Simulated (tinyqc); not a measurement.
Thermal resistances of a two-die stack.

Inverse problem. Heat leaves through the lower die only, and the system is linear. Find the resistance R1 from the lower die to the coolant, R2 between the dies, and the rise of the upper die when both are powered.

Inputs (values chosen for the exercise): power of the lower die P1 = 11 W; power of the upper die P2 = 8.5 W.

rises of the lower and upper die with only the lower one powered (K): 9.79  9.79
rises of the lower and upper die with only the upper one powered (K): 7.565  9.435

Solution. With only the lower die powered no heat crosses R2, so both dies rise by P1 R1; the difference in the second test is P2 R2; rises add.

R1 = 0.8900 K/W
R2 = 0.2200 K/W
rise of the upper die = 19.23 K

Program tinyqc, `OMP_NUM_THREADS=1 python tinyqc.py 2162001 2162002 out.jsonl`; Intel Xeon 2.30GHz, shared host, one thread, about 0.08 s.
